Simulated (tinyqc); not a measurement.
Double-gate transistor, scale length and short-channel effects: effect of the body thickness.

A body of thickness ts between two insulators of thickness ti and two tied gates. Below threshold the potential that source and drain add obeys Laplace's equation and vanishes on the gate. Its lowest mode decays along the channel as exp(-k y); k is the smallest positive root of the matching condition at the interface, and the scale length is Lambda = pi/k.

k is the smallest positive root of f(k) = ei cos(k ti) cos(k ts/2) - eps_r sin(k ti) sin(k ts/2). Along the channel psi(y) = s + a exp(y/l) + b exp(-y/l) with psi(0) = Vbi, psi(L) = Vbi + Vds and l = 1/k = Lambda/pi; with A = Vbi - s, B = A + Vds, x = exp(-L/l): a = (B - A x) x/(1 - x^2), b = (A - B x)/(1 - x^2). The minimum is s + 2 sqrt(a b), at y = (l/2) ln(b/a). The long-channel potential follows the gate as s = sT + (Vg - VTL)/m, and the threshold VT is the gate voltage at which the minimum equals sT. Swing = m Vt ln 10/g at threshold, g = d(minimum)/ds = 1 - (b x + a)/((1 + x) sqrt(a b)). DIBL = [VT(0.05 V) - VT(Vds)]/(Vds - 0.05 V). sT and Vbi are held fixed; m = 1.

Parameters, values chosen for the exercise; permittivities: semiconductor close to that of indium arsenide, insulator close to that of silicon nitride:
- T = 400 K (temperature)
- eps_r = 15.2 (relative permittivity of the semiconductor)
- ei = 7.56 (relative permittivity of the insulator)
- ti = 2.6 nm (insulator thickness)
- L = 35 nm (channel length)
- Vbi = 0.95 V (potential of the source)
- sT = 0.51 V (potential of the barrier top at threshold)
- Vds = 1 V (drain voltage)

Constants: q = 1.602176634e-19 C, kB = 1.380649e-23 J/K, Vt = kB T/q. Results are converted to the units shown.

Effect of the body thickness:
```
ts (nm)  Lambda (nm)  L/Lambda  VT - VTL at Vds (mV)  DIBL (mV/V)  swing (mV/decade)
1.8            8.484     4.125                -2.450        1.076              79.66
2.3            9.274     3.774                -4.267        1.874              79.87
2.9            10.17     3.440                -7.239        3.182              80.22
3.6            11.17     3.133                -11.80        5.195              80.75
4.4            12.26     2.856                -18.43        8.126              81.52
5.5            13.68     2.559                -29.85        13.21              82.84
6.9            15.40     2.272                -47.97        21.32              84.92
```

As ts goes from 1.8 to 6.9 nm, Lambda rises from 8.48 to 15.4 nm, DIBL rises from 1.08 to 21.3 mV/V and the swing rises from 79.7 to 84.9 mV a decade. On average Lambda goes as ts^(0.44). For ts = 1.8 to 3.6 nm the semiconductor is under 4 nm thick, where quantum confinement shifts the threshold.

tinyqc, about 0.01 s, one thread, Intel Xeon 2.30GHz (shared host): `OMP_NUM_THREADS=1 python tinyqc.py 2420038 2420039 out.jsonl`
